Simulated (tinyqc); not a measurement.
Reverse leakage of an n+-p junction: diffusion, generation, trap-assisted and band-to-band tunnelling: one step of the calculation.

One-sided abrupt junction in the depletion approximation, x from the junction (0) to W on the p side, field F = F0 (1 - x/W). Flat quasi-Fermi levels, long p side. Traps generate through SRH with both lifetimes shortened by 1 + Gamma (Hurkx enhancement, form for moderate fields); band-to-band generation is local and needs a total bending above Eg.

Question. Current components. u = (Vbi + VR)(1 - x/W)^2, p = Na exp(-u/Vt), n = Nd exp((u - Vbi - VR)/Vt); G0 = ni^2 (1 - exp(-VR/Vt))/(tau (n + p + 2 ni cosh(Et/Vt))); Gamma = 2 sqrt(3 pi)(F/FG) exp((F/FG)^2); trap-assisted part G0 Gamma; G_bb = Ab F^2.5 exp(-Bb/F) with F in V/cm, zero unless Vbi + VR > Eg. 12 equal steps.

Each current is q times the trapezoid sum of its rate; J adds J_diff; J_bb under 1e-8 of the sum is given as 0.

Constants: q = 1.602176634e-19 C. Results are converted to the units shown.

x, point 0 to 12 (nm): [0.000000, 7.214572, 14.429145, 21.643717, 28.858289, 36.072862, 43.287434, 50.502006, 57.716578, 64.931151, 72.145723, 79.360295, 86.574868]
G0, point 0 to 12 (cm^-3 s^-1): [2.5326178e11, 3.0419777e17, 3.9785505e17, 3.9785514e17, 3.9785514e17, 3.9785514e17, 3.9785400e17, 3.9600913e17, 1.3419485e17, 1.8319633e15, 6.4067907e13, 8.5462334e12, 4.3665373e12]
G0 Gamma, point 0 to 12 (cm^-3 s^-1): [1.4609767e13, 1.1846370e19, 1.0652668e19, 7.4464722e18, 5.2795913e18, 3.7841059e18, 2.7284930e18, 1.9551647e18, 4.7023715e17, 4.3865671e15, 9.5691990e13, 6.1326869e12, 0]
G_bb, point 0 to 12 (cm^-3 s^-1): [3.0751908e18, 2.6566439e17, 1.4387021e16, 4.1906213e14, 5.2212406e12, 1.9434069e10, ~0, ~0, ~0, ~0, ~0, ~0, 0]
J_diff = 3.7019569e-9 A/cm^2

Find: J_SRH; J_TAT; J_bb; J.

Answer.

J_SRH = 3.2661e-7 A/cm^2
J_TAT = 5.1053e-6 A/cm^2
J_bb = 2.1015e-7 A/cm^2
J = 5.6458e-6 A/cm^2

tinyqc, about 0.01 s, one thread, Intel Xeon 2.30GHz (shared host): `OMP_NUM_THREADS=1 python tinyqc.py 2290070 2290071 out.jsonl`

~0 in a residual or rate marks an entry under 1e-11 of the largest of its column.
